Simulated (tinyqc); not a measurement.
# CMOS latch-up, two-transistor model: effects of single changes

A parasitic pnp (emitter at Vdd, base shunted by Rw) and npn (emitter at ground, base shunted by Rs) feed each other: the npn collector current flows out of the pnp base node, the pnp collector current into the npn base node. Forward-active transistors with constant gains: Icn = Isn exp(Vn/Vt), Icp = Isp (exp(Vp/Vt) - 1). A current Ii is injected into the npn base node.

Parameters, values chosen for the exercise; values close to those of bulk CMOS:
- T = 300 K (temperature)
- bn = 21.7 (current gain of the npn)
- bp = 5.7 (current gain of the pnp)
- Isn = 1e-15 A (saturation current of the npn at T)
- Isp = 6.1e-16 A (saturation current of the pnp at T)
- Rs = 1400 ohm (substrate resistance shunting the npn)
- Rw = 4800 ohm (well resistance shunting the pnp)
- R2 = 510 ohm (resistance from the pnp collector to the npn base)
- Von = 0.72 V (base-emitter voltage in the on state)
- Vsat = 0.12 V (saturation voltage)
- Vdd = 1.8 V (supply voltage)

Constants: q = 1.602176634e-19 C, kB = 1.380649e-23 J/K, Vt = kB T/q. Results are converted to the units shown.

Each table varies one quantity; the others keep the values above.

## Effect of the substrate resistance shunting the npn

Node equations: Vp/Rw + Icp/bp = Icn and Vn/Rs + Icn/bn = Icp + Ii. Loop gain G = gn gp/[(1/Rw + gp/bp)(1/Rs + gn/bn)], gn = Icn/Vt, gp = (Icp + Isp)/Vt; the off state ends where G = 1, and Ii there is the trigger current. On state with both base-emitter voltages at Von: npn base current Ib = (Von/Rs + bp Von/Rw)/(bn bp - 1), holding current Ih = (bn + 1) Ib + Von/Rs, holding voltage Vh = Vsat + Von + R2 (Ib + Von/Rs).

Effect of the substrate resistance shunting the npn:

| Rs (ohm) | Vn at trigger (V) | trigger current (mA) | Ih (mA) | Vh (V) |
|---|---|---|---|---|
| 140 | 0.66136 | 4.7192 | 6.2526 | 3.4878 |
| 270 | 0.66035 | 2.4463 | 3.3182 | 2.2146 |
| 520 | 0.65952 | 1.2712 | 1.7990 | 1.5555 |
| 1000 | 0.65880 | 0.66267 | 1.0114 | 1.2137 |
| 1900 | 0.65817 | 0.35074 | 0.60725 | 1.0384 |
| 3800 | 0.65761 | 0.17761 | 0.38272 | 0.94097 |
| 7300 | 0.65720 | 0.094659 | 0.27507 | 0.89427 |
| 14000 | 0.65692 | 0.051583 | 0.21914 | 0.87000 |

What does the table show?

As Rs goes from 140 to 14000 ohm, the trigger current falls from 4.72 to 0.0516 mA, Ih falls from 6.25 to 0.219 mA and Vh falls from 3.49 to 0.870 V. Vh exceeds the supply Vdd = 1.8 V, which then cannot sustain a latched state, in 2 of the 8 rows. The trigger current goes as Rs^(-0.98): most of it flows through the shunt.

## Effect of the current gain of the pnp

Same model as above.

Effect of the current gain of the pnp:

| bp | Vn at trigger (V) | trigger current (mA) | Ih (mA) | Vh (V) |
|---|---|---|---|---|
| 0.059 | 0.7240 | 0.5065 | 42.88 | 2.054 |
| 0.13 | 0.6771 | 0.4805 | 7.168 | 1.252 |
| 0.27 | 0.6620 | 0.4758 | 3.106 | 1.161 |
| 0.58 | 0.6595 | 0.4749 | 1.692 | 1.129 |
| 1.2 | 0.6588 | 0.4747 | 1.144 | 1.116 |
| 2.6 | 0.6586 | 0.4745 | 0.8847 | 1.111 |
| 5.6 | 0.6585 | 0.4745 | 0.7694 | 1.108 |
| 12 | 0.6584 | 0.4745 | 0.7168 | 1.107 |

What does the comparison show?

As bp goes from 0.059 to 12, the trigger current falls from 0.506 to 0.474 mA, Ih falls from 42.9 to 0.717 mA and Vh falls from 2.05 to 1.11 V. Vh exceeds the supply Vdd = 1.8 V, which then cannot sustain a latched state, in 1 of the 8 rows. For bp = 0.028 the product of the gains is about one or less, so there is no latched state. For bp = 0.059 Vn at the trigger exceeds the fixed Von of the on-state formulas, so Ih and Vh are too low there.

## Effect of the well resistance shunting the pnp

Same model as above.

Results:

| Rw (ohm) | Vn at trigger (V) | trigger current (mA) | Ih (mA) | Vh (V) |
|---|---|---|---|---|
| 480 | 0.71921 | 0.56606 | 2.1914 | 1.1400 |
| 930 | 0.70160 | 0.52717 | 1.4259 | 1.1228 |
| 1800 | 0.68414 | 0.50147 | 1.0313 | 1.1139 |
| 6700 | 0.64979 | 0.46684 | 0.72277 | 1.1070 |
| 13000 | 0.63265 | 0.45280 | 0.66785 | 1.1057 |
| 25000 | 0.61588 | 0.43987 | 0.63981 | 1.1051 |
| 48000 | 0.59943 | 0.42749 | 0.62526 | 1.1048 |

Estimate the missing row, Rw = 3500 ohm.

Computed row:

| Rw (ohm) | Vn at trigger (V) | trigger current (mA) | Ih (mA) | Vh (V) |
|---|---|---|---|---|
| 3500 | 0.66670 | 0.48228 | 0.82639 | 1.1093 |

With this row back in the table: As Rw goes from 480 to 48000 ohm, the trigger current falls from 0.566 to 0.427 mA, Ih falls from 2.19 to 0.625 mA and Vh falls from 1.14 to 1.10 V. Vh exceeds the supply Vdd = 1.8 V, which then cannot sustain a latched state, in 0 of the 8 rows.

tinyqc, about 0.07 s, one thread, Intel Xeon 2.30GHz (shared host): `OMP_NUM_THREADS=1 python tinyqc.py 2670148 2670149 out.jsonl`
